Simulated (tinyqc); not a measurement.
What sets the wire resistivity: free and nearly free electrons in a metal.

The cubic cell holds 4 atoms: n = 4 z/a^3, kF = (3 pi^2 n)^(1/3), EF = c kF^2/m, vF = 2 c kF/(m hbar), c = hbar^2/2m0; rs = (3/(4 pi n))^(1/3)/a0; D(EF) = 3 n/(2 EF).

Square wire of width w with grain size w: rho/rho0 = 1/(1 - 3 al/2 + 3 al^2 - 3 al^3 ln(1 + 1/al)) + (3/4) (1 - p) l/w, with al = (l/w) Rg/(1 - Rg) (Mayadas-Shatzkes plus the thick-wire form of Fuchs-Sondheimer); l = hbar kF/(n e^2 rho), e = 1.602176634e-19 C.

Constants: hbar^2/2m0 = 3.80998211 eV angstrom^2; hbar = 6.58211957e-16 eV s; a0 (Bohr radius) = 0.5291772105 angstrom.

Parameters, chosen for this exercise (near those of Al; not measured data): a = 4.041 angstrom (fcc lattice constant); z = 3 (free electrons an atom); m = 1.37 m0 (mass); rho = 2.86 micro-ohm cm (bulk resistivity); p = 0.5 (specularity of the surfaces); Rg = 0.32 (reflection at grain boundaries); w = 20 nm (wire width).

All results formed anew.

One parameter was then changed.

Results before and after:

| case | EF (eV) | l (nm) | wire rho (micro-ohm cm) |
|---|---|---|---|
| base | 8.543 | 13.84 | 4.923 |
| changed | 8.543 | 11.54 | 5.501 |

Which of these changes was made? (a) w = 14 nm; (b) rho = 3.432 micro-ohm cm; (c) a = 4.162 angstrom; (d) p = 0.8; (e) Rg = 0.224; (f) m = 1.644 m0.

Answer: (b) rho = 3.432 micro-ohm cm. Of the candidates, run in turn, only this one gives the changed row.

All candidates:

| case | EF (eV) | l (nm) | wire rho (micro-ohm cm) |
|---|---|---|---|
| base | 8.543 | 13.84 | 4.923 |
| a = 4.162 angstrom | 8.054 | 14.69 | 5.046 |
| m = 1.644 m0 | 7.119 | 13.84 | 4.923 |
| rho = 3.432 micro-ohm cm | 8.543 | 11.54 | 5.501 |
| p = 0.8 | 8.543 | 13.84 | 4.477 |
| Rg = 0.224 | 8.543 | 13.84 | 4.423 |
| w = 14 nm | 8.543 | 13.84 | 5.789 |

The mass drops out of l at given rho, because vF falls and tau rises by the same factor.

Run: tinyqc, `OMP_NUM_THREADS=1 python tinyqc.py 1680928 1680929 out.jsonl`; Intel(R) Xeon(R) Processor @ 2.30GHz, one thread, shared host; about 0.01 s of CPU time with all checks.
